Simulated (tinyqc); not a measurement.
Frequency dispersion of an accumulation capacitance by border traps, distributed model: two steps of the calculation.

Traps spread evenly through the insulator exchange electrons with the semiconductor by tunnelling, with tau(x) = t0 exp(2 ka x) at depth x from the interface. The admittance per area Y seen at depth x obeys dY/dx = -Y^2/(i w eps0 eox) + q Nb ln(1 + i w tau)/tau, with Y(0) = i w Cs and w = 2 pi f; the gate sees Y(tox) = G + i w C. Working variable y = Y/(i w), in uF/cm^2. Cox = eps0 eox/tox.

Inputs (values chosen for the exercise); permittivity close to that of zirconium oxide:

| symbol | value | unit | meaning |
|---|---|---|---|
| eox | 22.7 |  | relative permittivity of the insulator |
| tox | 3.7 | nm | insulator thickness |
| Cs | 0.73 | uF/cm^2 | semiconductor capacitance in accumulation |
| Nb | 1.9e19 | cm^-3 eV^-1 | density of border traps |
| ka | 3.8 | 1/nm | decay constant of the wave function in the insulator |
| t0 | 8e-9 | s | time constant of a trap at the interface |
| f | 1e5 | Hz | frequency |
| xe | 1.4 | nm | depth down to which the steps are taken |

Constants: q = 1.602176634e-19 C, eps0 = 8.8541878128e-14 F/cm where lengths are in cm. Results are converted to the units shown.

Task 1. Scales and lumped estimate. Cox; trap-free value 1/(1/Cox + 1/Cs); response depth d = ln(1/(w t0))/(2 ka), where w tau = 1; lumped estimate: all traps within d act as C_bt = q Nb d placed at d/2, so C = 1/{1/[1/(1/Cs + d/(2 eps0 eox)) + C_bt] + (tox - d/2)/(eps0 eox)}.

Find: Cox; trap-free C; d; C_bt; lumped C.

Result 1.

Cox = 5.4322 uF/cm^2
trap-free C = 0.64352 uF/cm^2
d = 0.69645 nm
C_bt = 0.21201 uF/cm^2
lumped C = 0.80730 uF/cm^2

The traps within reach amount to 0.290 Cs and lie in the first 18.8 % of the insulator.

Task 2. Capacitance and conductance at the gate. Beyond xe the traps are ignored, so 1/y(tox) = 1/y(xe) + (tox - xe)/(eps0 eox); C = Re y, G/w = -Im y, loss tangent G/(w C).

y at xe = 0.92759459-0.05842017i uF/cm^2

Give: y at the gate; C; G/w; loss tangent.

Result 2.

y at the gate = 0.8389-0.0477i uF/cm^2
C = 0.8389 uF/cm^2
G/w = 0.04774 uF/cm^2
loss tangent = 0.05691

Computed by the program tinyqc: `OMP_NUM_THREADS=1 python tinyqc.py 2202011 2202012 out.jsonl`, one thread of a shared Intel Xeon 2.30GHz, about 0.4 s for the whole run.
